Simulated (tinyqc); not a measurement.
## Stress and current directions compared

A cubic crystal with four conduction valleys along the <111> axes; non-degenerate electrons, one relaxation time, masses unchanged. Stress s_ij = X a_i a_j with a the unit vector along the stress; strain e_ii = s11 s_ii + s12 (s_jj + s_kk), e_ij = s44 s_ij/2. Valley shift dE = Xu (n.e.n - trace(e)/3) with n the valley axis; share f proportional to exp(-dE/Vt). Inverse mass along the current d: (n.d)^2/ml + (1 - (n.d)^2)/mt; mu/mu0 = sum f (1/m) over the plain mean of 1/m. Rows: direction of the stress, of size |X|; columns: direction of the current and sign.

Parameters, values chosen for the exercise; values close to those of germanium:
```
symbol,value,unit,meaning
T,300,K,temperature
s11,9.64,1/TPa,compliance
s12,-2.75,1/TPa,compliance
s44,15.3,1/TPa,compliance
Xu,16.2,eV,shear deformation potential
ml,1.63,m0,longitudinal mass
mt,0.0789,m0,transverse mass
X,950,MPa,uniaxial stress (tension positive)
```

Constants: q = 1.602176634e-19 C, kB = 1.380649e-23 J/K, Vt = kB T/q. Results are converted to the units shown.

mu/mu0:
```
       I [100], tension  I [100], compression  I [110], tension  I [110], compression
[100]            1.0000                1.0000            1.0000                1.0000
[110]            1.0000                1.0000            1.4220               0.57802
[001]            1.0000                1.0000            1.0000                1.0000
[111]            1.0000                1.0000            1.1513               0.56627
```

The largest gain, 1.42, is for stress along [110], tension, current along [110]; the largest loss, 0.566, for [111], compression, current along [110]. Entries equal to one are cases in which the valleys are not split or have equal mass along the current.

tinyqc, about 0.01 s, one thread, Intel Xeon 2.30GHz (shared host): `OMP_NUM_THREADS=1 python tinyqc.py 2530038 2530039 out.jsonl`
